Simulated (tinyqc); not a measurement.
Time-dependent dielectric breakdown: cell percolation, Weibull statistics, area scaling and voltage extrapolation: one step, computed by the program tinyqc. Command: `OMP_NUM_THREADS=1 python tinyqc.py 3030305 3030306 out.jsonl tddb walk`. One thread of a shared host (Intel(R) Xeon(R) Processor @ 2.30GHz), about 0.01 s of CPU time with the checks.

The oxide is divided into columns of area a^2, each holding m = t_ox/a cells (m is taken as continuous). A share lambda(t) = (t/t_1)^alpha of the cells is defective, and a column whose cells are all defective breaks down.

Task: Weibull parameters from the cell model. Failure fraction F = 1 - (1 - lambda^m)^N with N = A/a^2 columns, which for small lambda^m is 1 - exp(-(t/t63)^beta) with beta = alpha m and t63 = t_1 N^(-1/beta); critical share lambda(t63) = N^(-1/m). 1 um^2 = 1e6 nm^2.

Inputs (values chosen for the exercise, for a model gate oxide):
```
quantity,value,unit
oxide thickness t_ox,4.9,nm
defect cell size a,0.94,nm
exponent alpha of defect growth,0.3,-
time t_1 at which the occupied share would reach 1,1.4e+07,s
test area A,1,um^2
```

Give: cells per column m; columns N; Weibull slope beta; characteristic life t63; critical share of defective cells.

Result:

cells per column m = 5.2128

columns N = 1.1317e+06

Weibull slope beta = 1.5638

characteristic life t63 = 1883.8 s

critical share of defective cells = 0.068971

Times between F = 10 % and 90 % span a factor 7.19: the smaller beta = alpha m, the wider the scatter. Caution: t_1 is an input here; in a real oxide it changes with thickness at fixed voltage.
